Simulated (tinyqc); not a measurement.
Worked calculation: tight binding, honeycomb lattice. One step of it, computed by the program tinyqc.

Task: Levels at k. Diagonalise the Hermitian matrix.

H(k) at k (eV):
```
                     A                    B
A             2.170000  -0.582034+1.982644i
B  -0.582034-1.982644i            -2.170000
```

Give: eigenvalues; weights |c|^2 of the basis functions.

Result:

eigenvalues (eV): -2.996  2.996

weights |c|^2 of the basis functions:
```
   band 1  band 2
A   0.138   0.862
B   0.862   0.138
```
